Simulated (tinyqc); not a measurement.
# MOSFET in saturation, small-signal circuit and noise: what changes with what

Bias by the inversion coefficient IC = I/Ispec (charge-based model with velocity saturation; weak inversion below 0.1, strong above 10). Common-source circuit: gm, gds, Cgs, Cgd and Cj at the inner nodes, Rg in series with the gate; quasi-static, no source or drain resistance, no gate-body capacitance, no substrate network, no induced gate noise, so fmax is an upper estimate.

Inputs (values chosen for the exercise):
- T = 293 K (temperature)
- L = 130 nm (gate length)
- W = 80 um (total gate width)
- Cox = 2.39 uF/cm^2 (gate capacitance)
- mu = 390 cm^2/(V s) (mobility)
- n = 1.39 (slope factor)
- Ls = 10 nm (velocity-saturation length)
- sg = 0.022 (ratio gds/gm)
- Cov = 0.36 fF/um (overlap and fringe capacitance per side)
- Cj = 0.64 fF/um (drain junction capacitance)
- Rsh = 8 ohm (sheet resistance of the gate)
- Wf = 0.5 um (finger width)
- Rc = 300 ohm um (gate contact and vertical resistance)
- IC = 28 (inversion coefficient)
- gw = 0.09 (short-channel excess of the noise factor)
- Nt = 1e18 cm^-3 eV^-1 (oxide trap density)
- lt = 0.1 nm (tunnelling length into the oxide)
- ac = 1000 V s/C (Coulomb scattering coefficient)

Constants: q = 1.602176634e-19 C, kB = 1.380649e-23 J/K, Vt = kB T/q. Results are converted to the units shown.

Each table varies one quantity; the others keep the values above.

## Effect of the inversion coefficient on speed and noise

Ispec = 2 n mu Cox (W/L) Vt^2, lc = Ls/L, gms = [sqrt((lc IC + 1)^2 + 4 IC) - 1]/[2 + lc (lc IC + 1)], gm = gms Ispec/(n Vt), gds = sg gm. qs = [sqrt(1 + 4 IC) - 1]/2, Cgs = Cox W L qs (2 qs + 3)/(3 (qs + 1)^2) + Cov W, Cgd = Cov W, Cd = Cj W, Rg = Rsh (Wf/L)/(12 Nf) + Rc/W with Nf = W/Wf fingers (not rounded) contacted at both ends. fT = gm/(2 pi (Cgs + Cgd)), fmax = fT/(2 sqrt(Rg (gds + 2 pi fT Cgd))). Channel noise Sid = 4 kB T gam n gm with gam = (1/2 + (2/3) qs)/(1 + qs) + gw lc IC, qs = [sqrt(1 + 4 IC) - 1]/2, lc = Ls/L (the last term an empirical rise with velocity saturation); at the gate, white noise Sw = Sid/gm^2 + 4 kB T Rg. Number fluctuation with correlated mobility: S(f) = K/f, K = q^2 Vt lt Nt/(W L Cox^2) (1 + ac mu Cox I/gm)^2, Vt in eV with Nt per eV. Corner fc = K/Sw. IC is held fixed.

The same in every row: Rg (ohm) = 3.766.

Effect of the inversion coefficient on speed and noise:
```
IC     I (uA)  fT (GHz)  fmax (GHz)  sqrt(Sw) (nV/Hz^0.5)  fc (MHz)
0.03    30.50     2.079       26.96                 3.678    0.8619
0.1     101.7     5.406       43.26                 2.106     2.638
0.3     305.0     10.76       60.49                 1.338     6.603
1        1017     20.04       81.48                0.8870     15.39
3        3050     34.30       105.5                0.6594     29.10
10    1.017e4     61.66       140.3                0.5165     51.81
30    3.050e4     103.1       180.7                0.4504     78.99
```

As IC goes from 0.03 to 30, fT rises from 2.08 to 103 GHz, fmax rises from 27.0 to 181 GHz, the white noise falls from 3.68 to 0.450 nV/Hz^0.5 and the corner rises from 0.862 to 79.0 MHz. For IC = 0.03 to 1 fmax exceeds 4 fT, where channel resistance and substrate losses, left out here, would cap it.

## Integrated noise against bandwidth

Same model as above.

Corner fc = K/Sw. Mean square from f1 = 1 Hz to B: Sw (B - f1) + K ln(B/f1).

Result of one run:
```
B (Hz)  spot noise at B (nV/Hz^0.5)  white part (uV rms)  1/f part (uV rms)  total (uV rms)
1e8                          0.6029                4.530              17.08           17.67
```

What becomes of these results when the upper band edge B is changed from 1e8 to 1e9 Hz, all else the same?

Result of the changed run:
```
B (Hz)  spot noise at B (nV/Hz^0.5)  white part (uV rms)  1/f part (uV rms)  total (uV rms)
1e9                          0.4701                14.32              18.11           23.09
```

The whole series:
```
B (Hz)  spot noise at B (nV/Hz^0.5)  white part (uV rms)  1/f part (uV rms)  total (uV rms)
1000                          125.8              0.01432              10.46           10.46
10000                         39.79              0.04529              12.07           12.07
1e5                           12.59               0.1432              13.50           13.50
1e6                           4.004               0.4530              14.79           14.80
1e7                           1.337                1.432              15.97           16.04
1e8                          0.6029                4.530              17.08           17.67
1e9                          0.4701                14.32              18.11           23.09
```

The 1/f part adds the same power, K ln 10, in each decade and grows only from 10.5 to 18.1 uV; the white part grows as sqrt(B). The corner of the spot noise is fc = 7.72e7 Hz.

## Effect of the finger width on speed and noise

Same model as above.

Corner fc = K/Sw. IC is held fixed.

The same in every row: I (uA) = 28464; fT (GHz) = 99.922.

Effect of the finger width on speed and noise:
```
Wf (um)  Rg (ohm)  fmax (GHz)  sqrt(Sw) (nV/Hz^0.5)  fc (MHz)
0.25       3.7540      178.22               0.45275    77.224
0.5        3.7660      177.93               0.45297    77.151
1          3.8141      176.81               0.45382    76.859
2          4.0064      172.51               0.45724    75.715
4          4.7756      158.01               0.47065    71.461
8          7.8526      123.22               0.52087    58.347
```

What does the table show?

As Wf goes from 0.25 to 8 um, fT stays at 99.9 GHz, fmax falls from 178 to 123 GHz, the white noise rises from 0.453 to 0.521 nV/Hz^0.5 and the corner falls from 77.2 to 58.3 MHz. The finger width leaves fT alone and acts through Rg, whose sheet part goes as Wf^2.

Computed by the program tinyqc: `OMP_NUM_THREADS=1 python tinyqc.py 2150056 2150057 out.jsonl`, one thread of a shared Intel Xeon 2.30GHz, about 0.01 s for the whole run.
